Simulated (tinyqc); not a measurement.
Formation energy of a charged point defect from supercell energies: one step, computed by the program tinyqc.

The host is a compound AB. Making the defect adds n_A = 1, n_B = -1 atoms to the cell. All total energies are inputs. E_F is counted from the valence-band maximum (VBM); x = 0 is A-rich and x = 1 B-rich growth.

Problem. Formation energies at E_F = 0. E_f(q, E_F) = [E(defect, q) - E(host)] - sum n_i mu_i + q (E_VBM + dV + E_F) + E_corr(q).

Inputs (values chosen for the exercise, for a model compound AB): gap E_g = 2.08 eV; E_VBM of the host cell = 4.024 eV; potential alignment dV = -0.089 eV; dielectric constant eps = 9.6; cell length L = 20.9 angstrom.

Defect: A on a B site. Supercell lattice: fcc.

charge states q: [0, -1, -2, -3]

E(defect, q) - E(host), in the order of q (eV): [6.751, 11.301, 15.695, 19.939]

sum n_i mu_i = 3.9148 eV

E_corr (eV): (q=0) 0.0000000, (q=-1) 0.1036439, (q=-2) 0.4145757, (q=-3) 0.9327954

Give: E_f(q, 0).

Solution.

E_f(q, 0) (eV): (q=0) 2.836, (q=-1) 3.555, (q=-2) 4.325, (q=-3) 5.152

Caution: the largest image-charge correction in these energies, q^2 alpha e^2/(8 pi eps_0 eps L) with alpha = 2.888282, exceeds a quarter of the gap; the point-charge term alone is then a rough estimate, usually too large for a charge that is spread out.
